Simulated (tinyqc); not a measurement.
Absorption edge of a degenerate semiconductor, band filling against gap narrowing: one step of the calculation.

n-type, parabolic bands, full ionisation. eta = (EF - Ec)/kB T solves N = Nc F12(eta), F12(x) = (2/sqrt(pi)) int_0^infinity sqrt(u)/(1 + exp(u - x)) du. The gap shrinks rigidly by dEg = a3 y^(1/3) + a4 y^(1/4) + a2 y^(1/2), y = N/1e18 cm^-3, an empirical law that is here taken as the true narrowing.

Question. Fermi level. Newton step on ln F12(eta) = ln(N/Nc): eta(new) = eta - ln(Nc F12/N) F12/Fm, Fm(x) = dF12/dx = (1/sqrt(pi)) int_0^infinity u^(-1/2)/(1 + exp(u - x)) du.

Parameters, values chosen for the exercise: conduction-band density of states at 300 K, from me Nc = 4.35e17 cm^-3; ionised donor density N = 2e18 cm^-3.

eta at the start (Boltzmann value) = 1.5256

Find: F12; Fm; eta after iteration 1.

Answer.

F12 = 2.1770
Fm = 1.2606
eta after iteration 1 = 2.8167

Range of the model: Band tails, non-parabolic bands and incomplete ionisation are left out.

Program tinyqc, `OMP_NUM_THREADS=1 python tinyqc.py 2330014 2330015 out.jsonl`; Intel Xeon 2.30GHz, shared host, one thread, about 0.01 s.
